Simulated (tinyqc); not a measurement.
Equilibrium and kinetic segregation of a solute to boundaries and growing surfaces: one step, computed by the program tinyqc. Command: `OMP_NUM_THREADS=1 python tinyqc.py 3019633 3019634 out.jsonl segreg walk`. One thread of a shared host (Intel(R) Xeon(R) Processor @ 2.30GHz), about 0.01 s of CPU time with the checks.

Task: Depletion of small grains. With theta the solute fraction on boundary sites and x that in the grains, theta/(1 - theta) = [x/(1 - x)] exp[(Q + z w theta)/(k_B T)]. Finite grains: boundary sites are the fraction f = 3 delta/d, and x0 = (1 - f) x + f theta; solve both equations for theta; share at boundaries = f theta/x0.

Inputs (values chosen for the exercise, for a model alloy):

| quantity | value | unit |
|---|---|---|
| segregation energy Q | 0.364 | eV |
| interaction z w (positive attracts) | 0.0066 | eV |
| total solute fraction x0 | 0.0062 | - |
| temperature T | 1025 | K |
| grain size d | 1500 | nm |
| boundary thickness delta | 0.66 | nm |

Isotherm: Fowler-Guggenheim.

Constants: k_B = 8.617333262e-05 eV/K.

Give: site fraction f; coverage theta; fraction x left in the grains; share of solute at boundaries; enrichment theta/x.

Result:

site fraction f = 0.00132

coverage theta = 0.2701

fraction x left in the grains = 0.005851

share of solute at boundaries = 5.751 %

enrichment theta/x = 46.16
